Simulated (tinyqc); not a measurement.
Worked calculation: Hueckel theory of the pi electrons with the omega technique, for the molecule C=CN=CC=CN (SMILES; centres numbered as the heavy atoms are written). One step of it, computed by the program tinyqc.

Task: Energy, charges, bond orders. E = sum n x; q_r = z_r - P_rr; bond order p = P_rs; free valence = sqrt(3) - sum of p over the bonds of the atom.

final x values: 2.077167  1.828500  1.110119  0.409134  -0.448557  -1.261025  -1.715338

occupations: 2.000000  2.000000  2.000000  2.000000  0.000000  0.000000  0.000000

final P:
```
,1C,2C,3N,4C,5C,6C,7N
1C,1.051564,0.873890,-0.094188,-0.357077,0.084480,0.271169,-0.128892
2C,0.873890,0.989774,0.476100,-0.040941,-0.087207,0.011008,0.011786
3N,-0.094188,0.476100,1.231161,0.743907,-0.109840,-0.348322,0.155662
4C,-0.357077,-0.040941,0.743907,0.905783,0.531958,0.116266,-0.109761
5C,0.084480,-0.087207,-0.109840,0.531958,1.077183,0.795555,-0.226602
6C,0.271169,0.011008,-0.348322,0.116266,0.795555,0.877308,0.378865
7N,-0.128892,0.011786,0.155662,-0.109761,-0.226602,0.378865,1.867227
```

Centres:
```
centre,"z_r, pi electrons of the neutral centre",h
1C,1,0.000000
2C,1,0.000000
3N,1,0.540000
4C,1,0.000000
5C,1,0.000000
6C,1,0.000000
7N,2,1.460000
```

Bonds:
```
i,j,k
1,2,1
2,3,1
3,4,1
4,5,1
5,6,1
6,7,0.790000
```

Give: pi energy = 8 alpha + this times beta; pi charges; Bond orders and lengths from R = 1.517 - 0.180 p; free valence of the carbons; gap between the highest filled and the next level.

Result:

pi energy = 8 alpha + this times beta = 10.8498

pi charges: 1C -0.0516, 2C 0.0102, 3N -0.2312, 4C 0.0942, 5C -0.0772, 6C 0.1227, 7N 0.1328

Bond orders and lengths from R = 1.517 - 0.180 p (angstrom, C-C alone):
```
bond,p,R
1-2,0.8739,1.3597
2-3,0.4761,-
3-4,0.7439,-
4-5,0.5320,1.4212
5-6,0.7956,1.3738
6-7,0.3789,-
```

free valence of the carbons: 1C 0.8582, 2C 0.3821, 4C 0.4562, 5C 0.4045, 6C 0.5576

gap between the highest filled and the next level = 0.8577 |beta|
